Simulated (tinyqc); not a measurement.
## Gated two-dimensional channel with two bands, quantum capacitance: effect of the gate voltage

phi is the Fermi level above the lowest band edge, in volts; Vg is counted from the gate voltage at which an empty channel would have phi = 0. The channel has no thickness; trap charge is -q Dit phi.

D1 = gv md m0 q/(pi hbar^2), D2 = g2 m2 m0 q/(pi hbar^2) per eV; n1 = D1 Vt ln(1 + exp(phi/Vt)), n2 = D2 Vt ln(1 + exp((phi - E2)/Vt)), n = n1 + n2; Cq = q dn/dphi = q [D1/(1 + exp(-phi/Vt)) + D2/(1 + exp((E2 - phi)/Vt))]. Cox = eps0 eox/tox; Vg = phi + q (n + Dit phi)/Cox. 1/C_G = 1/Cox + 1/(Cq + q Dit); dphi/dVg = Cox/(Cox + Cq + q Dit).

Inputs (values chosen for the exercise); lowest band close to that of a thin germanium body: temperature T = 150 K; relative permittivity of the gate insulator (close to silicon dioxide) eox = 3.9; insulator thickness tox = 1.8 nm; in-plane mass md = 0.0793 m0; valley degeneracy gv = 1; in-plane mass of a second band, chosen freely m2 = 0.12 m0; valley degeneracy of that band, chosen freely g2 = 1; second band edge above the first E2 = 0.3 eV; density of traps Dit = 0 cm^-2 eV^-1.

Constants: q = 1.602176634e-19 C, kB = 1.380649e-23 J/K, hbar = 1.054571817e-34 J s, m0 = 9.1093837015e-31 kg, Vt = kB T/q, eps0 = 8.8541878128e-14 F/cm where lengths are in cm. Results are converted to the units shown.

The same in every row: Cox (uF/cm^2) = 1.9184.

Results:
```
Vg (V)     phi (V)  n (cm^-2)  Cq (uF/cm^2)  C_G (uF/cm^2)  dphi/dVg  share of the second band (%)
-0.2      -0.20000      81645     1.0120e-6      1.0120e-6    1.0000                     1.2599e-8
-0.09    -0.090034   4.0404e8     0.0050058      0.0049927   0.99740                     1.2605e-8
0.02    -0.0020561  2.6409e11        2.4431         1.0746   0.43985                     1.7424e-8
0.13      0.033846  1.1513e12        4.9467         1.3823   0.27944                     6.4264e-8
0.24      0.063650  2.1116e12        5.2691         1.4064   0.26691                     3.5150e-7
0.47       0.12478  4.1336e12        5.3071         1.4091   0.26551                     2.0330e-5
0.58       0.15399  5.1010e12        5.3075         1.4091   0.26549                     1.5778e-4
0.69       0.18319  6.0684e12        5.3083         1.4091   0.26546                     0.0012699
0.8        0.21238  7.0360e12        5.3165         1.4097   0.26516                      0.010472
```

Estimate the missing row, Vg = 0.36 V.

Computed row:
```
Vg (V)   phi (V)  n (cm^-2)  Cq (uF/cm^2)  C_G (uF/cm^2)  dphi/dVg  share of the second band (%)
0.36    0.095572  3.1662e12        5.3041         1.4089   0.26561                     2.7703e-6
```

With this row back in the table: As Vg goes from -0.2 to 0.8, Cq rises from 1.01e-6 to 5.32 uF/cm^2, C_G/Cox rises from 5.28e-7 to 0.735 and n rises from 81600 to 7.04e12 cm^-2. Cq is below Cox for Vg = -0.2, -0.09; there the density of states limits the response dn/dVg more than the insulator does.

Program tinyqc, `OMP_NUM_THREADS=1 python tinyqc.py 2200031 2200032 out.jsonl`; Intel Xeon 2.30GHz, shared host, one thread, about 0.01 s.
